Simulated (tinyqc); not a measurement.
Worked calculation: Wannier-Stark ladder of a miniband. Values are carried at full precision from step to step, so a last printed digit may differ when a step is redone from the rounded ones.

One state in each well j = -(Nw - 1)/2 ... (Nw - 1)/2: H_jj = j e F d, H_(j,j+1) = -W/4; 1 kV/cm = 0.01 meV/angstrom. In an infinite chain the levels are j e F d and the state of well 0 has amplitude J_j(x) in size on well j, x = W/(2 e F d).

Constants: hbar = 6.58211957e-16 eV s.

Inputs chosen for the exercise (near those of an InGaAs/InAlAs superlattice; the results hold for these values, not for the real material):

| symbol | value | unit | meaning |
|---|---|---|---|
| W | 30 | meV | miniband width |
| d | 92 | angstrom | period |
| F | 19 | kV/cm | field |
| Nw | 9 |  | wells |

## Scales

Give e F d, x, the Bloch frequency e F d/(2 pi hbar) and period, and the swing W/(e F) of a wave packet.

e F d = 17.480 meV
x = 0.8581
frequency = 4.227 THz
period = 0.237 ps
swing = 158 angstrom

## The matrix

Fill it in.

H (meV), lower triangle:
```
         -4       -3       -2       -1       0       1       2       3       4
-4  -69.920
-3   -7.500  -52.440
-2        0   -7.500  -34.960
-1        0        0   -7.500  -17.480
0         0        0        0   -7.500       0
1         0        0        0        0  -7.500  17.480
2         0        0        0        0       0  -7.500  34.960
3         0        0        0        0       0       0  -7.500  52.440
4         0        0        0        0       0       0       0  -7.500  69.920
```

## Levels and the middle state

Diagonalise; give the levels, their spacings and the weights of the middle level on the wells.

levels (meV): -72.892  -52.678  -34.968  -17.480  0.000  17.480  34.968  52.678  72.892

spacings (meV): 20.214  17.710  17.488  17.480  17.480  17.488  17.710  20.214

weights: 0.0000  0.0002  0.0075  0.1527  0.6793  0.1527  0.0075  0.0002  0.0000

The spacing in the middle is 1.0000 e F d and at the ends 1.156 e F d; states that reach the ends of the stack are pushed apart.

## Bessel amplitudes

With x = W/(2 e F d): J_j(x)^2 for j = 0 to 5, their running sum over -j ... j, and the spread sqrt(sum j^2 J_j^2) = x/sqrt2. For a hole fixed in well 0 the J_j^2 are the strengths of the optical lines at j e F d.

Weights:

| j | J_j^2 | sum |
|---|---|---|
| 0 | 0.6793 | 0.6793 |
| 1 | 0.1527 | 0.9847 |
| 2 | 0.0075 | 0.9997 |
| 3 | 0.0002 | 1.0000 |
| 4 | 0.0000 | 1.0000 |
| 5 | 0.0000 | 1.0000 |

spread = 0.607 periods

The strongest line is j = 0.

## Checks

- Weight on well 1 of the middle state of 61 wells against J_1(x)^2: both 0.1527.

(tinyqc, `OMP_NUM_THREADS=1 python tinyqc.py 1250639 1250640 out.jsonl`, Intel(R) Xeon(R) Processor @ 2.30GHz, 1 thread, shared host, about 0.01 s.)
